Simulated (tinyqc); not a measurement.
Trap density from the capacitance step.

Question. A junction with shallow donors Nd and a deep trap has C_HF = eps0 eps_r/W and C_LF = eps0 eps_r (Nd + Nt)/(Nd W + Nt xt), xt = W - lam. Find W, xt and Nt.

Parameters, values chosen for the exercise: relative permittivity eps_r = 11.6; shallow donor density Nd = 5.4e15 cm^-3.

Constants: eps0 = 8.8541878128e-14 F/cm where lengths are in cm. Results are converted to the units shown.

C_HF = 20.823626 nF/cm^2
C_LF = 23.036772 nF/cm^2
lam = 108.30807 nm

Solution. C_HF gives W. With y = C_LF/C_HF, Nt/Nd = (y - 1)/(1 - y xt/W).

W = 493.2 nm
xt = 384.9 nm
Nt = 4.200e15 cm^-3

Program tinyqc, `OMP_NUM_THREADS=1 python tinyqc.py 2050160 2050161 out.jsonl`; Intel Xeon 2.30GHz, shared host, one thread, about 0.01 s.
